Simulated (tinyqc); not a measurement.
# Lateral field, substrate current, probability of reaching the oxide barrier and hot-carrier lifetime of a silicon transistor (pseudo-two-dimensional and lucky-electron models), step by step

A worked calculation. Computed by tinyqc, a small Python program that keeps every step. Command: `OMP_NUM_THREADS=1 python tinyqc.py 3008753 3008754 out.jsonl hotcar walk`. One thread of a shared host (Intel(R) Xeon(R) Processor @ 2.30GHz), about 0.01 s of CPU time with the checks. Intermediate numbers are printed to about 7 digits and carried at full precision; extremes and crossings named in words are read from the listed rows.

Local-field models: a lucky carrier gains its energy at the peak field over a path free of collisions. Voltages are magnitudes.

Inputs (values chosen for the exercise, modelled on a silicon p-channel): channel length L = 410 nm; oxide thickness t = 8.6 nm; junction depth x_j = 100 nm; mobility mu = 120 cm^2/(V s); saturation velocity v_s = 0.68 1e7 cm/s; threshold voltage V_T = 0.77 V; gate voltage V_G = 1.6 V; drain voltage V_D = 3.5 V; ionisation prefactor A_i = 8.5e+06 1/cm; ionisation field B_i = 3.86 MV/cm; hot-carrier mean free path lambda = 5.3 nm; oxide barrier phi_b = 4.6 eV; interface-trap threshold phi_it = 4.7 eV; lifetime constant H = 5 s microampere/micrometre.

Drain: abrupt.

Constants: eps_0 = 8.8541878128e-12 F/m.

## Saturation point and current

C_ox = 3.9 eps_0/t; F_sat = 2 v_s/mu; V_Dsat = V_ov F_sat L/(V_ov + F_sat L), V_ov = V_G - V_T; I_D/W = C_ox v_s (V_ov - V_Dsat).

F_sat = 113.3333 kV/cm

V_Dsat = 0.7042118 V

drain current I_D/W = 34.34501 microampere/micrometre

## Peak lateral field

Scale length l = 0.22 t^(1/3) x_j^(1/2) (all in cm); F_m = sqrt(((V_D - V_Dsat)/l_e)^2 + F_sat^2), with l_e = l; length of the velocity-saturated region l_e ln((V_D - V_Dsat)/(l_e F_sat) + F_m/F_sat).

scale length l = 66.15898 nm

peak field F_m = 437.5199 kV/cm

velocity-saturated length = 134.0859 nm

energy gained over one free path, e lambda F_m = 0.2318855 eV

The field rises from F_sat to F_m as cosh(x/l_e), a factor 3.9, over 33 % of L. Caution: the empirical formula for l was fitted to oxides of about 15 nm or more; for thinner ones it is an extrapolation. Caution: e V_D is below phi_b or phi_it, so the available energy, not the field, limits hot carriers, and the lucky-electron formulas overstate them.

## Hot-carrier currents and lifetime

Substrate current I_sub/I_D = (A_i/B_i)(V_D - V_Dsat) exp(-B_i/F_m); probability of reaching the oxide barrier exp(-phi_b/(e lambda F_m)); lifetime tau = (H/(I_D/W)) exp(phi_it/(e lambda F_m)).

I_sub/I_D = 9.073854e-04

substrate current I_sub/W = 0.03116416 microampere/micrometre

probability of reaching phi_b = 2.425147e-09

lifetime tau = 9.239672e+07 s

exponent m = phi_it/(e lambda B_i) = 2.297390

Since both exponentials depend on 1/F_m, tau I_D scales about as (I_sub/I_D)^(-m) with m = 2.30, which lets I_sub serve as the monitor. The lifetime is 0.293 times ten years (3.156e8 s).

## Substrate current against gate voltage

The formulas are those given above.

At the given drain voltage:
```
V_G (V)  V_Dsat (V)  I_D/W (microampere/micrometre)  F_m (kV/cm)  I_sub/W (microampere/micrometre)       tau (s)
0.92       0.145309                          1.2808     519.5762                        0.00561720  1.008958e+08
1.10       0.308118                          5.9747     495.5891                        0.01740194  4.940759e+07
1.30       0.475737                         14.8158     470.9603                        0.02720759  5.078931e+07
1.60       0.704212                         34.3450     437.5199                        0.03116416  9.239672e+07
2.00       0.972558                         70.2915     398.4820                        0.02429456  3.288301e+08
2.50       1.260648                        128.1511     356.9502                        0.01271415  2.402611e+09
2.90       1.460512                        182.7961     328.4438                        0.00646132  1.455046e+10
3.40       1.679441                        259.5391     297.6040                        0.00242286  1.681738e+11
3.90       1.870219                        343.9688     271.1631                        0.00081154  2.319051e+12
```

I_sub peaks at V_G = 1.6 V, 0.46 V_D: a higher gate voltage brings more carriers but raises V_Dsat and so lowers F_m. The shortest lifetime among the rows lies at V_G = 1.1 V, below that of the largest I_sub, since tau depends more steeply on the field.

## Extrapolating accelerated tests

V_10 solves tau = 3.156e8 s at the given V_G. The extrapolation fits ln(tau) against 1/V_D at 1, 1.08, 1.16 and 1.25 times the given V_D (rounded to 3 digits) by least squares and reads off the same tau.

Stress points:
```
V_D (V)  1/V_D (1/V)       tau (s)
3.50       0.2857143  9.239672e+07
3.78       0.2645503  1.627010e+07
4.06       0.2463054  3.742548e+06
4.38       0.2283105  9.016139e+05
```

ten-year drain voltage V_10 = 3.328377 V

V_10 from the 1/V_D extrapolation = 3.320982 V

The extrapolation is 7 mV below the true value: ln(tau) is nearly linear in 1/(V_D - V_Dsat), not in 1/V_D, so the straight line errs on the safe side when one extrapolates down. At V_10 the available energy e V_D is below phi_it, so the model understates the lifetime there.

Checks made by the program: voltage drop as the integral of F_sat cosh(x/l_e) over the saturated length (relative difference below 1e-10).
